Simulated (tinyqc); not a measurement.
Free and trapped electrons in a MOS channel with a dense trap tail: two steps of the calculation.

p-type body, charge-sheet picture, full ionisation (an idealisation for deep acceptors), Boltzmann statistics for free electrons. e = Ec - EF at the surface. Acceptor-like traps of density D(E) = D0 + De exp(-E/Ew) at depth E below Ec, from 0 to Eu, hold n_t = integral of D(E)/(1 + exp((e - E)/Vt)). psi = Eg - Vt ln(Nv/Na) - e; N_dep = sqrt(2 eps0 eps_r Na (psi - Vt)/q); n_f = sqrt(N_dep^2 + 2 eps0 eps_r Vt Nc exp(-e/Vt)/q) - N_dep; Vg = Vfb + psi + q (N_dep + n_t + n_f)/Cox, Cox = eps0 eox/tox.

Values chosen for this exercise; band and dielectric values close to those of silicon:
- T = 300 K (temperature)
- Eg = 1.14 eV (band gap)
- eps_r = 11.9 (relative permittivity)
- Nc = 2.76e19 cm^-3 (conduction-band density of states at T)
- Nv = 2.66e19 cm^-3 (valence-band density of states at T)
- eox = 3.9 (relative permittivity of the insulator)
- tox = 31 nm (insulator thickness)
- Na = 5.4e15 cm^-3 (acceptor density)
- Vfb = -0.83 V (flat-band voltage without trapped charge)
- D0 = 1.7e10 cm^-2 eV^-1 (constant background density of acceptor-like traps)
- De = 3.2e12 cm^-2 eV^-1 (density of the tail at the conduction edge)
- Ew = 0.12 eV (decay energy of the tail)
- Eu = 0.75 eV (depth below Ec down to which the traps reach)
- mf = 60 cm^2/(V s) (mobility of free electrons)
- e = 0.14 eV (Ec - EF at the surface)

Constants: q = 1.602176634e-19 C, kB = 1.380649e-23 J/K, Vt = kB T/q, eps0 = 8.8541878128e-14 F/cm where lengths are in cm. Results are converted to the units shown.

Question 1. Trapped charge. Trapezoid rule on 14 equal steps from 0 to Eu, f = 1/(1 + exp((e - E)/Vt)).

Wanted: E; D(E) f; n_t.

Answer 1.

```
point    E (eV)  D(E) f (cm^-2 eV^-1)
0             0             1.4244e10
1      0.053571             7.0444e10
2       0.10714             2.9081e11
3       0.16071             5.9051e11
4       0.21429             5.2396e11
5       0.26786             3.5781e11
6       0.32143             2.3650e11
7       0.37500             1.5758e11
8       0.42857             1.0697e11
9       0.48214             7.4573e10
10      0.53571             5.3841e10
11      0.58929             4.0575e10
12      0.64286             3.2086e10
13      0.69643             2.6654e10
14      0.75000             2.3177e10
```

n_t = 1.3827e11 cm^-2

Question 2. Charges and gate voltage. psi, N_dep, n_f and Vg as defined, with the n_t given; free share n_f/(n_f + n_t); apparent mobility mf n_f/(n_f + n_t); gate voltage spent on traps q n_t/Cox.

n_t = 1.3826929e11 cm^-2

Find: psi; N_dep; n_f; Vg; free share; apparent mobility; gate voltage spent on traps.

Answer 2.

psi = 0.78020 V
N_dep = 2.3147e11 cm^-2
n_f = 7.7263e10 cm^-2
Vg = 0.59313 V
free share = 35.847 %
apparent mobility = 21.508 cm^2/(V s)
gate voltage spent on traps = 0.19888 V

Program tinyqc, `OMP_NUM_THREADS=1 python tinyqc.py 2222018 2222019 out.jsonl`; Intel Xeon 2.30GHz, shared host, one thread, about 0.03 s.
